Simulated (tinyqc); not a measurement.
Swing of the coupled dose with resist thickness: standing waves and exposure in a photoresist film.

Normal incidence from air. Unexposed resist: N1 = n1 + i k1 with k1 = (A + B) lam/(4 pi), lam in micrometres. r01 = (1 - N1)/(1 + N1), t01 = 2/(1 + N1). Substrate Ns = ns + i ks: r12 = (N1 - Ns)/(N1 + Ns). With p = exp(2 pi i N1 d/lam), the field at depth z is E(z) = t01 [exp(2 pi i N1 z/lam) + r12 p^2 exp(-2 pi i N1 z/lam)]/(1 + r01 r12 p^2), the relative intensity I(z) = n1 |E(z)|^2 and the reflectance R = |(r01 + r12 p^2)/(1 + r01 r12 p^2)|^2.

Parameters, chosen for this exercise (a resist on W, indices near tabulated ones; shifted at random, so the results belong to these values and not to a real crystal): lam = 248 nm (vacuum wavelength); n1 = 1.739 (resist index); A = 0.07 1/micrometre (bleachable absorption (Dill A)); B = 0.4 1/micrometre (fixed absorption (Dill B)); d = 251 nm (resist thickness); ns = 3.422 (substrate n); ks = 2.848 (substrate k).

The mean of I is taken over 800 depths; the relative dose to clear is taken as 1/(mean of I over the lowest period, 60 depths), scaled to 1 in the first row.

Swing:
```
d (nm)       R  mean I  relative dose
251.0   0.1312  1.4430          1.000
262.9   0.3319  1.1106          1.316
274.8   0.4423  0.9037          1.584
286.7   0.4261  0.8991          1.543
298.5   0.2831  1.1047          1.243
310.4   0.0857  1.4193          0.988
322.3   0.1192  1.3866          1.041
334.2   0.3165  1.0753          1.357
346.1   0.4267  0.8837          1.626
358.0   0.4105  0.8847          1.585
369.8   0.2686  1.0823          1.286
381.7   0.0758  1.3733          1.031
393.6   0.1083  1.3375          1.084
```

What does the comparison show, and why?

The period is 71.3 nm, six rows. The relative dose swings between 0.988 and 1.626, a ratio (max - min)/mean of 0.497, against the estimate 4 sqrt(|r01|^2 |r12|^2) exp(-(A + B) d) = 0.537 for the oscillating part alone; the ratio from the table also holds the slow rise from absorption, 8.4 % over two periods, so the two are not strictly comparable. The dose is least sensitive to thickness at an extremum; the lowest dose listed is at 310.4 nm.

tinyqc: `OMP_NUM_THREADS=1 python tinyqc.py 1651843 1651844 out.jsonl`; about 0.01 s, one thread, shared Intel(R) Xeon(R) Processor @ 2.30GHz.
